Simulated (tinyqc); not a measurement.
Raising U: Hubbard chain of 4 sites, mean field against exact. Computed by the program tinyqc. Collinear unrestricted mean field (the lowest of 40 random starts) against exact diagonalisation.

one-body matrix (hopping and site energies) (eV):
```
         1        2        3        4
1   0.0000  -1.6900   0.0000   0.0000
2  -1.6900   0.0000  -1.6900   0.0000
3   0.0000  -1.6900   0.0000  -1.6900
4   0.0000   0.0000  -1.6900   0.0000
```

electrons, up and down: 2  2

Exact and mean-field results (eV):
```
U            U/t    E exact  E mean field  mean |n_up - n_down|  double occupancy, exact  first gap in the sector
0.8400    0.4970  -6.761245     -6.717910                0.0000                   0.2243                   1.8557
1.6900    1.0000  -6.042368     -5.867910                0.0000                   0.1988                   1.6539
3.3800    2.0000  -4.860343     -4.219994                0.3935                   0.1521                   1.3331
5.0700    3.0000  -3.967151     -3.112967                0.6966                   0.1138                   1.0932
6.7600    4.0000  -3.300816     -2.424003                0.8199                   0.0849                   0.9130
10.1400   6.0000  -2.419972     -1.657893                0.9177                   0.0494                   0.6719
13.5200   8.0000  -1.888021     -1.254098                0.9534                   0.0312                   0.5250
33.8000  20.0000  -0.791968     -0.506153                0.9925                   0.0057                   0.2205
```

Estimate the missing row, U = 20.28.

Computed row:
```
U            U/t    E exact  E mean field  mean |n_up - n_down|  double occupancy, exact  first gap in the sector
20.2800  12.0000  -1.298035     -0.841061                0.9792                   0.0152                   0.3613
```

In absolute terms mean field is worst at U/t = 4.0, 0.877 eV too high: at small U it is nearly exact, and at large U it misses only exchange-scale energies. Its local moments set in at U/t = 2.0 of those listed, a broken symmetry that the exact state of a finite cluster with equal spins does not have. Relative to the exact energy its error is 0.6 % at the smallest U, 36 % at most and 36 % at the largest. The double occupancy falls from 0.224 to 0.006; at the largest U the first gap is 0.65 times the exchange scale 4t^2/U.
